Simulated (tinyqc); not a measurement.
## Barrier and mass from two Fowler-Nordheim currents

Problem. Fowler-Nordheim tunnelling through a dielectric follows J = A F^2 exp(-B/F), A = q^2 me/(16 pi^2 hbar m1 phi1) (A/V^2 with phi1 in volts), B = (4/3) sqrt(m1/C) phi1^1.5 (V/nm), C = hbar^2/(2 m0). Find B, A, phi1 and m1.

Values chosen for this exercise: emitter mass in the supply function me = 0.74 m0.

Constants: q = 1.602176634e-19 C, hbar = 1.054571817e-34 J s, m0 = 9.1093837015e-31 kg, hbar^2/(2 m0) = 0.0380998212 eV nm^2. Results are converted to the units shown.

J at F = 0.81 and 1.37 V/nm (A/cm^2): [4.6273399e-6, 2.8673018]

Solution. The slope of ln(J/F^2) against 1/F is -B and the intercept gives A. A fixes the product m1 phi1, and B = (4/3) phi1 sqrt(m1 phi1/C) then gives phi1.

B = 24.3 V/nm
A = 7.97e-7 A/V^2
phi1 = 2.98 eV
m1 = 0.480 m0

Numbers from tinyqc (`OMP_NUM_THREADS=1 python tinyqc.py 2540011 2540012 out.jsonl`; about 0.02 s on one thread of a shared Intel Xeon 2.30GHz).
